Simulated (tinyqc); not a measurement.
Elastic strain and critical thickness of a cubic alloy layer A(1-x)B(x) on a thick substrate: one step, computed by the program tinyqc.

Strain is positive in tension. The layer is coherent with the substrate unless said otherwise.

Problem. Isotropic constants and the prefactor A. Voigt averages: G = (C11 - C12 + 3 C44)/5, B = (C11 + 2 C12)/3, nu = (3 B - 2 G)/(2 (3 B + G)); b = a/sqrt(2). The 60-degree dislocation has cos alpha = 1/2, and cos lambda = 1/2 on (001). Matthews-Blakeslee: h_c = A [ln(h_c/b) + 1], A = b (1 - nu cos^2 alpha)/(8 pi |f| (1 + nu) cos lambda), the factor 8 pi being that of an uncapped layer.

Growth plane: (001). Layer: uncapped. Misfit dislocation: 60-degree.

elastic constants (GPa): C11 96.9514, C12 48.8451, C44 46.7888

free lattice constant a = 5.90005 angstrom

misfit f = -0.005262667

Give: shear modulus G; Poisson ratio nu; Burgers vector b; prefactor A.

Solution.

shear modulus G = 37.69454 GPa

Poisson ratio nu = 0.25664

Burgers vector b = 0.41720 nm

prefactor A = 4.6980 nm
